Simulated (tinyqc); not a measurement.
Deal-Grove kinetics of thermal oxidation of silicon. Changing the time t. Computed by tinyqc, a small Python program. Command: `OMP_NUM_THREADS=1 python tinyqc.py 3016541 3016542 out.jsonl oxide sweep`. One thread of a shared host (Intel(R) Xeon(R) Processor @ 2.30GHz), about 0.3 s of CPU time with the checks.

Oxidant diffuses through the oxide and reacts at the interface, so that dx/dt = B/(A + 2x) for the oxide thickness x.

Inputs (values chosen for the exercise, close to those used for silicon):
```
quantity                      value    unit
prefactor B0                    702  um^2/h
activation energy E_B          1.24      eV
prefactor (B/A)0            4.1e+06    um/h
activation energy E_A             2      eV
temperature T                   950       C
oxidant pressure p                1     atm
pressure exponent m of B/A      0.8       -
initial oxide x_i               0.1      um
```

Ambient: dry oxygen. Surface: (100).

Constants: k_B = 8.617333262e-05 eV/K.

Method:
- B = B0 p exp(-E_B/(k_B T)), B/A = (B/A)0 p^m exp(-E_A/(k_B T)), p in atm; A = B/(B/A).
- Temperatures in kelvin are T(C) + 273.15.
- tau = (x_i^2 + A x_i)/B and x = (A/2) [sqrt(1 + 4 B (t + tau)/A^2) - 1], the root of x^2 + A x = B (t + tau).
- Silicon consumed is 0.44 times the oxide grown; the rate is B/(A + 2x).

One run for each value:
```
time t (h)  oxide thickness x (um)  final growth rate (um/h)  silicon consumed (um)
0.03                       0.10038                  0.012623             1.6676e-04
0.074                      0.10093                  0.012590             4.1082e-04
0.18                       0.10226                  0.012513             9.9624e-04
0.45                       0.10562                  0.012324             2.4715e-03
1.1                        0.11349                  0.011901             5.9346e-03
2.7                        0.13180                  0.011021             1.3991e-02
6.6                        0.17159                  0.009496             3.1498e-02
16                         0.25012                  0.007458             6.6052e-02
40                         0.39888                  0.005303             1.3151e-01
```

Describe and explain the trends.

Over the rows, oxide thickness x (um) rises from 0.100 to 0.399 (exponent d ln y / d ln x 0.0061 between the first rows and 0.51 between the last); final growth rate (um/h) falls from 0.0126 to 0.00530 (exponent d ln y / d ln x -0.0028 between the first rows and -0.37 between the last); silicon consumed (um) rises from 1.67e-4 to 0.132 (exponent d ln y / d ln x 1.00 between the first rows and 0.75 between the last). The rate B/(A + 2x) falls as the film lengthens the diffusion path.
